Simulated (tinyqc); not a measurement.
Worked calculation: gas flow in a process chamber: flow regimes, conductance, effective pumping speed, pump-down, outgassing and purge. Computed by tinyqc, a small Python program that keeps every step. Command: `OMP_NUM_THREADS=1 python tinyqc.py 3120336 3120337 out.jsonl pump walk`. One thread of a shared host (Intel(R) Xeon(R) Processor @ 2.30GHz), about 0.09 s of CPU time with the checks. Intermediate numbers are printed to about 5 digits and carried at full precision; extremes and crossings named in words are read from the listed rows.

Ideal gas, isothermal flow, a pump of constant speed at the end of a round pipe; process gas, volume gas and outgassing are given the same properties. 1 sccm = 101325 Pa x 1e-6 m^3/60 s x T/273.15 K.

Inputs (values chosen for the exercise, modelled on water vapour near room temperature):
```
quantity                     value            unit
molar mass M                 18.02           g/mol
molecular diameter            0.46              nm
viscosity eta                  9.9   micropascal s
temperature T                  293               K
chamber volume V               6.7               L
wall area                      0.4             m^2
pipe diameter d                 16              cm
pipe length l                  120              cm
pump speed S                   150             L/s
process gas flow                67            sccm
outgassing rate after 1 h  1.5e-06  Pa m^3/(s m^2)
outgassing exponent n         0.81               -
starting pressure p0           880              Pa
target base pressure         4e-05              Pa
```

Constants: k_B = 1.380649e-23 J/K; u = 1.6605390666e-27 kg.

## Molecular flow

Mean speed c = sqrt(8 k_B T/(pi m)); aperture conductance C_a = c pi d^2/16; molecular pipe C_m = C_a/(1 + 3 l/(4 d)) (Dushman form); viscous pipe C_v = pi d^4 p_mean/(128 eta l); Knudsen interpolation C = C_v + C_m (1 + x)/(1 + 1.24 x), x = d p_mean sqrt(m/(k_B T))/eta. Effective speed 1/S_eff = 1/S + 1/C_m; time constant V/S_eff; pressure at which the free path k_B T/(sqrt2 pi d_m^2 p) equals d.

mean speed c = 586.74 m/s

C_a = 2949.3 L/s

C_m = 445.17 L/s

S_eff in molecular flow = 112.20 L/s

time constant = 0.059717 s

pressure where the free path equals d = 0.026894 Pa

The pipe passes on 75 % of the pump speed.

## Process pressure

Steady flow: the pump inlet is at p_2 = Q/S, and the chamber pressure p_1 solves Q = C((p_1 + p_2)/2) (p_1 - p_2). Residence time = p_1 V/Q. Knudsen number = free path at the mean pressure over d.

throughput Q = 121.37 Pa L/s

p_2 = 0.80912 Pa

chamber pressure p_1 = 0.88946 Pa

conductance C = 1510.7 L/s

residence time = 0.049102 s

Knudsen number = 0.031666

The flow in the pipe is transitional.

## Purging a well-mixed chamber

With steady flow a contaminant decays as exp(-t/residence time); gas used = flow x time.

time to dilute 1e3 times = 0.33918 s

time to dilute 1e6 times = 0.67836 s

gas used for 1e6 = 0.75751 standard cm^3

## Pump-down curve

Pump-down: V dp/dt = -S_eff(p) p + q(t) A, with S_eff = S p_2/p, where p_2 solves C((p + p_2)/2) (p - p_2) = S p_2 at each moment, and q(t) = q_1 (1 h/(t + 10 s))^n; integrated adaptively. At long times p = q(t) A/S_eff. S_eff(p) is tabulated at 260 pressures and interpolated in ln p. Comparison columns: p0 exp(-t/time constant) with the molecular S_eff (0 below 1e-26 p0), and the outgassing limit.

Pressure against time:
```
t (s)       p (Pa)  S_eff (L/s)  volume gas only (Pa)  outgassing limit (Pa)
0.3     1.1632e+00       138.89            5.7906e+00             6.1430e-04
1       5.9302e-04       112.09            4.6983e-05             5.8244e-04
3       5.1106e-04       112.10            1.3393e-19             5.0873e-04
10      3.5996e-04       112.13                     0             3.5888e-04
30      2.0501e-04       112.16                     0             2.0470e-04
100     9.0263e-05       112.18                     0             9.0209e-05
300     3.8983e-05       112.19                     0             3.8974e-05
1000    1.4973e-05       112.19                     0             1.4972e-05
3600    5.3359e-06       112.19                     0             5.3358e-06
20000   1.3328e-06       112.20                     0             1.3328e-06
100000  3.6203e-07       112.20                     0             3.6203e-07
```

From t = 1 s on the pressure is within 20 % of the outgassing limit, which falls only as (t + 10 s)^-0.81: walls, not volume, set the time to base pressure.

## Time to base pressure

From the outgassing limit: t = 1 h x (q_1 A/(S_eff p_target))^(1/n) - 10 s; monolayer time at the target = 1e19 m^-2 x 4 k_B T/(p c) for unit sticking.

time to the target = 0.080615 h

monolayer time = 6.8946 s

Checks made by the program: throughput from C and the pressure drop (relative difference below 1e-10).
